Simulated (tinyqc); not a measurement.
Chemical trend: level against potential: deep trap from a strong local potential in a two-band host (Koster-Slater model with semi-elliptic bands). Computed by tinyqc, a small Python program. Command: `OMP_NUM_THREADS=1 python tinyqc.py 3011909 3011910 out.jsonl deeptrap walk`. One thread of a shared host (Intel(R) Xeon(R) Processor @ 2.30GHz), about 0.03 s of CPU time with the checks.

The valence band spans -2 W_v to 0 and the conduction band E_g to E_g + 2 W_c. The orbital at the impurity site has weight f_v in the valence band and 1 - f_v in the conduction band, each spread as a semi-ellipse (2/(pi W^2)) sqrt(W^2 - x^2) about the band centre. The impurity adds U to this orbital. Spin is left out.

Inputs (values chosen for the exercise, for a model semiconductor):
```
quantity                                value  unit
gap E_g                                  5.76    eV
half-width of the valence band W_v        2.6    eV
half-width of the conduction band W_c       2    eV
valence weight f_v of the site orbital   0.43     -
```

Impurity: repulsive, acceptor-like.

Method:
- In the gap G(E) = f_v (2/W_v^2)[x - sqrt(x^2 - W_v^2)] - (1 - f_v)(2/W_c^2)[y - sqrt(y^2 - W_c^2)], x = E + W_v, y = E_g + W_c - E.
- G falls across the gap from G(0) to G(E_g). A repulsive U binds if U > 1/G(0), an attractive one if U < 1/G(E_g); the vacancy level (U infinite) solves G(E) = 0 (bisection).
- The trap level solves G(E) = 1/U (bisection). With D = -dG/dE = D_v + D_c, D_v = f_v (2/W_v^2)[x/sqrt(x^2 - W_v^2) - 1] and D_c = (1 - f_v)(2/W_c^2)[y/sqrt(y^2 - W_c^2) - 1], the weight on the impurity orbital is 1/(U^2 D) and the conduction-band character is D_c/D.
- U is 1.05, 1.2, 1.5, 2, 3, 5, 10 and 30 times the threshold, rounded to three digits; the largest values are formal and only show the vacancy limit.

repulsive threshold = 3.90543 eV

vacancy level = 2.00675 eV

Trend:
```
U (eV)  E_t (eV)  weight on the impurity  conduction character  E_t - vacancy level (eV)
4.10      0.0018                0.018089               0.00303                   -2.0049
4.69      0.0247                0.056010               0.01236                   -1.9820
5.86      0.1132                0.088744               0.03132                   -1.8936
7.81      0.2979                0.095504               0.06305                   -1.7088
11.70     0.6305                0.073751               0.12037                   -1.3762
19.50     1.0536                0.038991               0.20144                   -0.9532
39.10     1.4852                0.012249               0.29368                   -0.5216
117.00    1.8238                0.001531               0.37085                   -0.1829
```

What follows from these numbers?

dE_t/dU equals the weight on the impurity, which peaks at 0.096 (U = 7.81 eV) and falls to 0.0015 in the last row, so beyond the peak each further eV of potential moves the level less. The level nears the vacancy level, 2.007 eV, as 1/U: it is 0.522 eV away at 10 times the threshold and 0.183 eV at 30 times, and the state is then host-like.

Extremes, crossings and ranges named in words are read from the listed rows.
